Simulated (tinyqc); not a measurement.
Field dependence: Hall factor, magnetoresistance and optical conductivity for a power-law relaxation time. Computed by tinyqc, a small Python program. Command: `OMP_NUM_THREADS=1 python tinyqc.py 3027811 3027812 out.jsonl magneto walk`. One thread of a shared host (Intel(R) Xeon(R) Processor @ 2.30GHz), about 0.01 s of CPU time with the checks.

One spherical parabolic band, tau(E) = tau_0 x^s with x = E/(k_B T). Landau quantisation is left out.

Inputs (values chosen for the exercise, with a mass close to that of electrons in InAs): effective mass m = 0.023 m_0; exponent s = -0.5; tau_0 = 50 fs; reduced Fermi level eta = 7.4; temperature T = 77 K.

Constants: m_0 = 9.1093837015e-31 kg; k_B = 1.380649e-23 J/K; hbar = 1.054571817e-34 J s; e = 1.602176634e-19 C.

Method:
- <y> = int y x^(3/2) f (1 - f) dx / int x^(3/2) f (1 - f) dx, f = 1/(1 + exp(x - eta)).
- Integrals over x = E/(k_B T) use 160 Gauss-Legendre points in u = sqrt(x) from 0 to sqrt(max(eta, 0) + 45).
- n = (2 m k_B T)^(3/2)/(3 pi^2 hbar^3) int x^(3/2) f (1 - f) dx; moments in units of tau_0.
- mu = e <tau>/m; weak field r_H = <tau^2>/<tau>^2 and MR = c (mu B)^2, c = <tau^3>/<tau>^3 - r_H^2; strong field r_H = 1 and MR = <tau> <1/tau> - 1.
- With w_c = e B/m: sigma_xx = (n e^2/m) <tau/(1 + w_c^2 tau^2)>, sigma_xy = (n e^2/m) <w_c tau^2/(1 + w_c^2 tau^2)>; r_H = (n e/B) sigma_xy/(sigma_xx^2 + sigma_xy^2); MR = sigma_0 sigma_xx/(sigma_xx^2 + sigma_xy^2) - 1, sigma_0 = n e^2 <tau>/m.

drift mobility mu = 1374.11 cm^2/(V s)

saturation MR = 1.30658 %

Against the field:
```
B (T)        mu B     r_H      MR (%)
0.22   3.0230e-02  1.0142  1.5338e-03
0.73   1.0031e-01  1.0141  1.6549e-02
2.2    3.0230e-01  1.0126  1.3185e-01
4.4    6.0461e-01  1.0096  3.9018e-01
7.3    1.0031e+00  1.0063  6.8981e-01
15     2.0612e+00  1.0024  1.0686e+00
29     3.9849e+00  1.0007  1.2317e+00
73     1.0031e+01  1.0001  1.2941e+00
290    3.9849e+01  1.0000  1.3058e+00
```

r_H falls from 1.014 to 1.000, so a strong-field measurement gives n directly (though the highest fields listed exceed the roughly 100 T that non-destructive magnets reach); half of the fall is done between 0.605 and 1.00 in mu B. MR starts as B^1.98 and reaches 100 % of its saturation value in the last row. It arises only because carriers of different energy have different Hall angles, which one Hall field cannot cancel. Above 7.3 T hbar w_c exceeds k_B T and mu B exceeds 1, and Landau quantisation replaces this picture.

Extremes, crossings and ranges named in words are read from the listed rows.
